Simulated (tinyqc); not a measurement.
Solubility, supersaturation, precipitation and gettering of an impurity in a silicon-like host: one step, computed by the program tinyqc. Command: `OMP_NUM_THREADS=1 python tinyqc.py 3027303 3027304 out.jsonl ripen walk`. One thread of a shared host (Intel(R) Xeon(R) Processor @ 2.30GHz), about 0.01 s of CPU time with the checks.

The wafer was saturated at T1 and is then held at T.

Problem. Ham's law for sinks of fixed radius. tau0 = 1/(4 pi n r0 D); C_fixed(t) = C_eq + (C0 - C_eq) exp(-t/tau0). If all excess precipitates, the final radius is r_f = [r0^3 + 3 (C0 - C_eq)/(4 pi n C_p)]^(1/3), with tau_f = 1/(4 pi n r_f D).

Inputs (values chosen for the exercise, modelled on copper in silicon):
```
quantity                                   value    unit
temperature of saturation T1                1200       K
anneal temperature T                         717       K
sink density n                           2.8e+08  1/cm^3
initial sink radius r0                        16      nm
impurity density in the precipitate C_p  5.2e+22  1/cm^3
anneal time t                                4.2       s
```

D(T) = 3.887679e-06 cm^2/s

C_eq(T) = 1.784549e+13 1/cm^3

C0 = 2.745942e+17 1/cm^3

Give: tau0; C_fixed(t); final radius r_f; tau_f.

Solution.

tau0 = 45.69 s

C_fixed(t) = 2.505e+17 1/cm^3

final radius r_f = 165.2 nm

tau_f = 4.426 s

The sinks grow 10.3 times, so the fixed radius underrates the later rate. Caution: the barrier to homogeneous nucleation is below 35 k_B T for these inputs, so new precipitates would form and outnumber the fixed sinks assumed here.
